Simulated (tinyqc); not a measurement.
Thermodynamics of metal silicides: hull, first phase, silicon consumed, nucleation and stability against SiO2: one step, computed by the program tinyqc.

Entropies of formation of the solids are neglected, so heats stand for free energies. Si fractions: M2Si 0.3333, MSi 0.5000, MSi2 0.6667.

Problem. Nucleation of MSi2 from MSi and Si. Where free silicon remains, MSi + Si -> MSi2 gains dH = 3 H(MSi2) - 2 H(MSi) per mole of M; per volume dG = |dH|/V(MSi2); r* = 2 gamma/dG, W* = 16 pi gamma^3/(3 dG^2). For comparison the same with MSi forming from the elements, 2 |H(MSi)|/V(MSi).

Inputs (values chosen for the exercise, of the order of those of cobalt silicides for heats and volumes only): heat of formation of MSi = -47.6 kJ/mol atoms; heat of formation of MSi2 = -32.4 kJ/mol atoms; change of interface energy gamma = 0.31 J/m^2; temperature T = 625 K.

Phases: M2Si, MSi, MSi2.

volumes of the three phases per mole of M (cm^3/mol): [9.87, 13, 23.1]

Constants: e = 1.602176634e-19 C; k_B = 8.617333262e-05 eV/K.

Give: dH of the reaction; driving force; critical radius; barrier W*; W*/(k_B T); barrier for MSi from the elements.

Solution.

dH of the reaction = -2 kJ/mol M

driving force = 0.08658 kJ/cm^3

critical radius = 7.161 nm

barrier W* = 415.6 eV

W*/(k_B T) = 7717

barrier for MSi from the elements = 0.05809 eV

The barrier is 7200 times that of MSi from the elements, since little energy is left to gain: homogeneous nucleation is out of reach, and only sites that cut the interface energy (grain boundaries, triple junctions) can start it.
